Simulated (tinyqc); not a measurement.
RHF in the 6-31g basis, for H4, spin multiplicity 1, step by step. One step of it, computed by the program tinyqc.

Question. Iteration 1: diagonalisation and new density. Diagonalise F' = X^T F X, C = X C', fill 2 alpha and 2 beta electrons from the bottom; D = 2 C_occ C_occ^T. Each column has its largest component positive (the first on a tie).

Fock matrix F (hartree), order 1H 1s, 1H 2s, 2H 1s, 2H 2s, 3H 1s, 3H 2s, 4H 1s, 4H 2s:
```
[[0.127032, -0.367462, -0.446867, -0.381171, -0.028873, -0.145915, 0.030084, -0.010035],
 [-0.367462, -0.214074, -0.406197, -0.275218, -0.110367, -0.163315, -0.010082, -0.055411],
 [-0.446867, -0.406197, 0.131717, -0.427213, -0.229098, -0.269627, -0.028802, -0.110245],
 [-0.381171, -0.275218, -0.427213, -0.286855, -0.269592, -0.232363, -0.145747, -0.163252],
 [-0.028873, -0.110367, -0.229098, -0.269592, 0.131992, -0.427096, -0.446410, -0.405951],
 [-0.145915, -0.163315, -0.269627, -0.232363, -0.427096, -0.286901, -0.380931, -0.275276],
 [0.030084, -0.010082, -0.028802, -0.145747, -0.446410, -0.380931, 0.127166, -0.367294],
 [-0.010035, -0.055411, -0.110245, -0.163252, -0.405951, -0.275276, -0.367294, -0.214128]]
```

X, order 1H 1s, 1H 2s, 2H 1s, 2H 2s, 3H 1s, 3H 2s, 4H 1s, 4H 2s:
```
[[1.270072, -0.474679, -0.095868, -0.031817, -0.000222, 0.116394, -0.012891, -0.041726],
 [-0.474679, 2.046737, 0.120232, -1.418719, 0.007804, 0.593689, -0.041706, -0.184000],
 [-0.095868, 0.120232, 1.290690, -0.646006, -0.015410, 0.088159, -0.000264, 0.007852],
 [-0.031817, -1.418719, -0.646006, 3.350142, 0.088217, -1.852231, 0.116315, 0.593336],
 [-0.000222, 0.007804, -0.015410, 0.088217, 1.290584, -0.645939, -0.095351, 0.120001],
 [0.116394, 0.593689, 0.088159, -1.852231, -0.645939, 3.347567, -0.031831, -1.416503],
 [-0.012891, -0.041706, -0.000264, 0.116315, -0.095351, -0.031831, 1.269941, -0.474731],
 [-0.041726, -0.184000, 0.007852, 0.593336, 0.120001, -1.416503, -0.474731, 2.045043]]
```

Give: F' = X^T F X; orbital energies; coefficients C; D after iteration 1.

Answer.

F' = X^T F X (hartree):
```
[[0.6705, -0.5096, -0.3929, -0.1774, 0.0584, 0.0710, -0.0072, -0.0031],
 [-0.5096, 0.3010, -0.0613, -0.1865, 0.0174, -0.0605, -0.0032, 0.0394],
 [-0.3929, -0.0613, 0.7649, -0.6690, -0.1330, -0.0639, 0.0583, 0.0175],
 [-0.1774, -0.1865, -0.6690, 0.5852, -0.0639, -0.2258, 0.0710, -0.0605],
 [0.0584, 0.0174, -0.1330, -0.0639, 0.7647, -0.6691, -0.3919, -0.0615],
 [0.0710, -0.0605, -0.0639, -0.2258, -0.6691, 0.5849, -0.1774, -0.1864],
 [-0.0072, -0.0032, 0.0583, 0.0710, -0.3919, -0.1774, 0.6700, -0.5095],
 [-0.0031, 0.0394, 0.0175, -0.0605, -0.0615, -0.1864, -0.5095, 0.3007]]
```

orbital energies (hartree): [-0.5147, -0.3691, 0.2184, 0.3999, 0.9007, 1.0957, 1.3899, 1.5210]

coefficients C, order 1H 1s, 1H 2s, 2H 1s, 2H 2s, 3H 1s, 3H 2s, 4H 1s, 4H 2s:
```
[[0.1920, -0.2600, 0.1111, 0.1157, 0.7292, -0.8620, 0.5916, 0.3303],
 [0.1270, -0.2150, 0.9916, -1.7899, -0.5903, 0.0962, -0.9253, -1.1690],
 [0.2439, -0.1955, -0.1324, 0.1403, 0.4087, -0.2014, -0.8554, -1.0202],
 [0.2077, -0.3583, -0.7002, 2.6191, -0.2754, 1.4581, 0.9938, 2.5976],
 [0.2437, 0.1956, -0.1328, -0.1399, 0.4082, 0.1998, -0.8623, 1.0146],
 [0.2078, 0.3586, -0.7048, -2.6156, -0.2717, -1.4550, 1.0133, -2.5900],
 [0.1918, 0.2600, 0.1111, -0.1157, 0.7303, 0.8628, 0.5916, -0.3252],
 [0.1270, 0.2153, 0.9944, 1.7853, -0.5927, -0.0988, -0.9321, 1.1610]]
```

D after iteration 1, order 1H 1s, 1H 2s, 2H 1s, 2H 2s, 3H 1s, 3H 2s, 4H 1s, 4H 2s:
```
[[0.2089, 0.1606, 0.1953, 0.2661, -0.0081, -0.1066, -0.0616, -0.0632],
 [0.1606, 0.1247, 0.1460, 0.2068, -0.0222, -0.1014, -0.0631, -0.0603],
 [0.1953, 0.1460, 0.1954, 0.2415, 0.0424, -0.0389, -0.0081, -0.0223],
 [0.2661, 0.2068, 0.2415, 0.3431, -0.0389, -0.1706, -0.1067, -0.1015],
 [-0.0081, -0.0222, 0.0424, -0.0389, 0.1953, 0.2415, 0.1952, 0.1461],
 [-0.1066, -0.1014, -0.0389, -0.1706, 0.2415, 0.3435, 0.2662, 0.2072],
 [-0.0616, -0.0631, -0.0081, -0.1067, 0.1952, 0.2662, 0.2088, 0.1607],
 [-0.0632, -0.0603, -0.0223, -0.1015, 0.1461, 0.2072, 0.1607, 0.1249]]
```
